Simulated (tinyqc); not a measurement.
Shortcuts against the integral: sheet resistance and Hall data of a diffused or implanted layer. Computed by tinyqc, a small Python program. Command: `OMP_NUM_THREADS=1 python tinyqc.py 3013684 3013685 out.jsonl layer walk`. One thread of a shared host (Intel(R) Xeon(R) Processor @ 2.30GHz), about 0.01 s of CPU time with the checks.

Carriers are taken equal to the net active doping down to the junction (full ionisation, which deep dopants in wide-gap hosts do not reach; no spill-over, no depletion), and the Hall factor is 1.

Inputs (values chosen for the exercise, modelled on phosphorus in silicon): mu_min = 71.6 cm^2/(V s); mu_max = 1380 cm^2/(V s); N_ref = 9.9e+16 1/cm^3; exponent alpha = 0.7; peak concentration N_0 = 1.8e+19 1/cm^3; length scale l = 170 nm; background doping N_B (opposite type) = 1.2e+17 1/cm^3; projected range R_p = 320 nm.

Profile: buried Gaussian (implant). Activation: complete.

Constants: e = 1.602176634e-19 C.

Method:
- N(x) = N_0 exp(-(x - R_p)^2/(2 l^2)) for x > 0, dose N_0 l sqrt(pi/2) erfc(-R_p/(l sqrt 2)), junction x_j = R_p + l sqrt(2 ln(N_0/N_B)); the layer starts at x_0 = max(0, 2 R_p - x_j).
- Mobility mu = mu_min + (mu_max - mu_min)/(1 + (N_t/N_ref)^alpha), N_t = active doping + N_B; carriers n = active doping - N_B, all dopants active.
- Integrals from x_0 (0 unless stated) to x_j by the midpoint rule on 400 even intervals: 1/R_s = e int n mu dx; sheet density n_s = int n dx; Hall sheet density (int n mu dx)^2/int n mu^2 dx; Hall mobility int n mu^2 dx/int n mu dx.
- Mean conductivity 1/(R_s x_j); mean mobility 1/(e n_s R_s).
- Shortcuts: R_s = 1/(e Q mu) with the dose Q and the mobility at the (active) peak concentration; 1/(e n_s mu) with mu at N_t = n_s/x_j + N_B; 1/(e Q mu_max).

sheet resistance R_s = 71.5079 ohm

dose = 7.44099e+14 1/cm^2

sheet density n_s = 7.33208e+14 1/cm^2

junction depth x_j = 858.159 nm

Sheet resistances:
```
method                                   R_s (ohm)  deviation (%)
integral                                    71.508          0.000
dose, mobility at the peak                  80.000         11.876
n_s, mobility at the mean concentration     67.352         -5.812
dose, mu_max                                 6.078        -91.500
```

What does the comparison show, and why?

The closest shortcut is «n_s, mobility at the mean concentration» (-5.8 %). The peak mobility is the lowest in the layer, so with full activation it overestimates R_s.

Extremes, crossings and ranges named in words are read from the listed rows.
